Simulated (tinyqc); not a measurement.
# Which input was changed?

Model: surface photovoltage measurement of the minority-carrier diffusion length in a wafer. Computed by tinyqc, a small Python program. Command: `OMP_NUM_THREADS=1 python tinyqc.py 3130477 3130478 out.jsonl spv which`. One thread of a shared host (Intel(R) Xeon(R) Processor @ 2.30GHz), about 0.08 s of CPU time with the checks.

Low injection, steady light, a depletion layer much thinner than 1/alpha and L. The excess density dn is taken at the front edge of the neutral region; light that reaches the back is lost.

Inputs (values chosen for the exercise, modelled on p-type silicon at room temperature): diffusion length L = 330 micrometre; wafer thickness W = 725 micrometre; diffusivity D = 30.8 cm^2/s; front recombination velocity S_f = 1900 cm/s; back recombination velocity S_b = 1900 cm/s; photon flux entering = 2.3e+12 1/(cm^2 s); minority density at the surface barrier scale n_0 = 5.5e+10 1/cm^3; temperature T = 298 K; wavelength = 952 nm; relative noise of each reading = 0 %.

normal deviates g for the noise: [-0.23, -0.68, -1.82, 0.06, 0.13, 0.02, -0.38]

Constants: k_B = 8.617333262e-05 eV/K.

Method:
- alpha = (84.732/lambda - 76.417)^2 per cm with lambda in micrometre (an empirical fit for silicon between 0.7 and 1.05 micrometre).
- Thick wafer: dn = Phi L/((S_f + D/L)(L + 1/alpha)). Finite wafer, with s = S_b L/D, w = W/L, a = alpha L: dn = [Phi a/(a^2 - 1)] [a - B - exp(-alpha W)(a - s)/(cosh w + s sinh w)]/(S_f + B D/L), B = (sinh w + s cosh w)/(cosh w + s sinh w).
- Photovoltage V = (k_B T/e) ln(1 + dn/n_0). Lifetime = L^2/D.
- Readings y = (Phi/dn) (1 + noise x g) at 780, 830, 880, 920, 950, 975 and 995 nm; a least-squares line y = c (1/alpha + L_app) gives L_app = intercept/slope.

Task: One of these inputs alone was changed, within the range given: diffusion length L (165 to 660); wafer thickness W (362.5 to 1450); front recombination velocity S_f (950 to 3800); back recombination velocity S_b (950 to 3800). Which one, and to what value?

Results:
```
run     dn, finite wafer (1/cm^3)  photovoltage V (mV)  apparent length L_app (micrometre)
before               6.781775e+08            0.3147067                            323.1986
after                5.872367e+08            0.2727290                            323.1986
```

Result:

Each candidate set to reproduce dn, finite wafer, and what it then gives:
```
candidate                                range searched  value needed  photovoltage V (mV)  apparent length L_app (micrometre)
diffusion length L (micrometre)              165 to 660         251.1              0.27273                              249.88
wafer thickness W (micrometre)            362.5 to 1450  out of reach                    -                                   -
front recombination velocity S_f (cm/s)     950 to 3800          2340              0.27273                              323.20
back recombination velocity S_b (cm/s)      950 to 3800  out of reach                    -                                   -
```

Only front recombination velocity S_f fits every result: it went from 1900 to 2340 cm/s. The next best candidate, diffusion length L, misses one result by 23 %.
